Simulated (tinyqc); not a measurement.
Inside a calculation: deformation-potential model of the X valleys of a conduction band. Values are carried at full precision from step to step, so a last printed digit may differ when a step is redone from the rounded ones.

s11 = (C11 + C12)/((C11 - C12)(C11 + 2 C12)), s12 = -C12/((C11 - C12)(C11 + 2 C12)), s44 = 1/C44; exx = s11 sxx + s12 (syy + szz) and cyclic, exy = s44 sxy/2; tension is positive. A uniaxial stress X along the unit vector n is s_ij = X n_i n_j.

Constants: kB = 8.617333262e-05 eV/K; hbar^2/2m0 = 3.80998211 eV angstrom^2.

Values chosen for the exercise (near those of AlAs; the results hold for these values, not for the real material): C11 = 124.3 GPa; C12 = 53 GPa; C44 = 54.4 GPa; load = uniaxial [110] (kind of stress); X = 1.12 GPa (stress); Xd = 1.07 eV (dilation potential); Xu = 6.09 eV (uniaxial potential); T = 350 K (temperature); ml = 1.131 m0 (longitudinal mass); mt = 0.203 m0 (transverse mass).

## Strain from a uniaxial [110] stress

Form the compliances and the strain.

s11, s12, s44 (1/TPa): 10.7976  -3.2277  18.3824

strain tensor:
```
,x,y,z
x,0.004239,0.005147,0.000000
y,0.005147,0.004239,0.000000
z,0.000000,0.000000,-0.003615
```

## Valley shifts

Valleys with axes along x, y and z, one whole valley each. Herring-Vogt shift of a valley with unit axis a: dE = Xd tr(e) + Xu a.e.a. Non-degenerate shares n_i = exp(-dE_i/kT)/sum_j exp(-dE_j/kT). Inverse mass tensor of a valley: (1 - a a)/mt + a a/ml; the masses are taken as independent of strain.

Apply the Herring-Vogt formula to each valley.

Xd tr(e) = 5.20 meV

a.e.a: x 0.004239, y 0.004239, z -0.003615

shifts dE (meV): x 31.02, y 31.02, z -16.81

The lowest valley is z, 47.8 meV below the highest; the mean shift over all valleys is (Xd + Xu/3) tr(e) = 15.08 meV.

## Shares of the electrons

Boltzmann factors of the shifts.

kT = 30.161 meV

shares: x 0.1453, y 0.1453, z 0.7095

effective number of valley axes, 1/(largest share) = 1.410

## Conductivity mass tensor

With one scattering time for all valleys the conductivity goes as M = sum_i n_i (inverse mass tensor of valley i); along the unit vector u, 1/m_c = u.M.u. Without stress 1/m_c = (1/ml + 2/mt)/3. Take u along [100].

M (1/m0):
```
,x,y,z
x,4.339,0.000,0.000
y,0.000,4.339,0.000
z,0.000,0.000,2.059
```

m_c along [100] = 0.2305 m0
m_c without stress = 0.2794 m0

The repopulation alone changes the mobility along [100] by +21.2 %; with all electrons in the valleys lightest or heaviest along this direction it would change by +38 or -75 %.

## Effective density of states

Each of the 3 whole valleys has m_d = (ml mt^2)^(1/3) and N = 2 (m_d kT/(4 pi c))^(3/2), c = hbar^2/2m0. Counted from the lowest edge, Nc = N x sum_i exp(-(dE_i - dE_min)/kT). 1 angstrom^-3 = 1e24 cm^-3.

m_d = 0.3599 m0
N of one valley = 6.827e+18 cm^-3
Nc under stress = 9.623e+18 cm^-3
Nc without stress = 2.048e+19 cm^-3

## Piezoresistance from repopulation

For small stress d(rho)/rho = pi X. For valleys on the cube axes pi11 = -(2/3) Xu (s11 - s12)/kT x (K - 1)/(2K + 1), pi12 = -pi11/2, pi44 = 0, K = ml/mt. For stress along [110]: pi_l = (pi11 + pi12 + pi44)/2 with the current along it and pi_t = (pi11 + pi12 - pi44)/2 with the current along [1-10]. 1/GPa = 100 x 1e-11/Pa.

K = 5.571

pi11, pi12, pi44 (1e-11/Pa): -71.1  35.5  0.0

pi_l, pi_t for [110] (1e-11/Pa): -17.8  -17.8

Only the transfer between valleys is counted; changes of mass and of intervalley scattering add to it in a real crystal.

## Checks

- Conductivity mass at zero stress against 3/(1/ml + 2/mt): both 0.2794235.
- Piezoresistance coefficients by finite differences against the closed form: largest difference 8.1e-09.

Program tinyqc; command `OMP_NUM_THREADS=1 python tinyqc.py 1051363 1051364 out.jsonl`; about 0.02 s on one thread of a shared Intel(R) Xeon(R) Processor @ 2.30GHz.
